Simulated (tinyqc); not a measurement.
Classical Heisenberg spin chain: exact results, Metropolis, heat-bath and over-relaxation steps, and a Monte Carlo run: one step, computed by the program tinyqc. Command: `OMP_NUM_THREADS=1 python tinyqc.py 3130087 3130088 out.jsonl heismc walk`. One thread of a shared host (Intel(R) Xeon(R) Processor @ 2.30GHz), about 0.2 s of CPU time with the checks.

E = -J sum_i s_i . s_(i+1) for unit vectors s_i on an open chain; K = J/(k_B T).

Problem. Four single-spin steps. The given spins are first normalised. Spins 2 and 3 are updated in turn, with h = K (sum of the two neighbours). Heat bath: cos(theta) = 1 + ln(1 - r1 (1 - exp(-2 |h|)))/|h| about n = h/|h|, azimuth 2 pi r2 = phi in the frame a = n x z/|n x z|, b = n x a: s = n cos(theta) + sin(theta)(a cos(phi) + b sin(phi)); r1, r2 are the first two numbers of the row. Steps 2 and 4 are reflections, s -> 2 (s . h) h/|h|^2 - s, which keep the energy and use no random number.

Inputs (values chosen for the exercise, for a model chain of large moments): temperature T = 326 K.

Update: heat bath with over-relaxation.

four neighbouring spins (rows; components x, y, z):
```
         1        2        3
1   0.0412  -0.9189   0.3923
2   0.9337  -0.0457  -0.3551
3  -0.8410   0.2553  -0.4770
4   0.6365  -0.5878  -0.4994
```

random numbers, one row a step:
```
        1       2       3
1  0.1428  0.3898  0.0115
2  0.0886  0.1891  0.7291
3  0.7486  0.5381  0.8194
4  0.1355  0.8984  0.8770
```

K = 1.352674

Give: the table «Steps» with the columns |h|, h . s before, h . s after, move, x, y, z.

Solution.

Steps:
```
spin     |h|  h . s before  h . s after        move         x         y         z
2     1.4104       -0.9284       1.2662   heat bath  -0.45454  -0.81771  -0.35320
3     2.2372       -0.1422      -0.1422  reflection   0.82702  -0.14724   0.54255
2     2.2490        0.1988       0.9009   heat bath   0.82226   0.39993   0.40490
3     1.9936        1.5999       1.5999  reflection   0.76164  -0.05735  -0.64546
```
